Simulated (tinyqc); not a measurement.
All-pass ring resonator: one step of the calculation.

A ring of length L = 2 pi Rr coupled to one bus waveguide: round-trip amplitude a = 10^(-al L/20), self-coupling t = sqrt(1 - k2). At detuning d from the resonance the round-trip phase is p = 2 pi d/FSR and the transmission T = (a^2 - 2 a t cos p + t^2)/(1 - 2 a t cos p + a^2 t^2). Lossless coupler, linear absorption only.

Task. Resonance parameters. FSR = lam^2/(ng L), finesse F = pi sqrt(a t)/(1 - a t), FWHM = FSR/F, Q = lam/FWHM, Tmin = (a - t)^2/(1 - a t)^2, power build-up k2 a^2/(1 - a t)^2, optical bandwidth c/(lam Q).

Inputs (values chosen for the exercise); values close to those of silicon waveguides:
- lam = 1550 nm (cold resonance wavelength)
- Rr = 15 um (ring radius)
- ng = 4.16 (group index)
- al = 21 dB/cm (propagation loss)
- k2 = 0.023 (power coupling)

Constants: c = 299792458 m/s. Results are converted to the units shown.

Find: a; t; FSR; F; FWHM; Q; Tmin; build-up; bandwidth.

Result.

a = 0.97747
t = 0.98843
FSR = 6.1277 nm
F = 91.266
FWHM = 67.141 pm
Q = 23086
Tmin = -9.7896 dB
build-up = 19.196
bandwidth = 8.3781 GHz

The ring is undercoupled; critical coupling needs k2 = 1 - a^2 = 0.0445.

Program tinyqc, `OMP_NUM_THREADS=1 python tinyqc.py 2650104 2650105 out.jsonl`; Intel Xeon 2.30GHz, shared host, one thread, about 0.01 s.
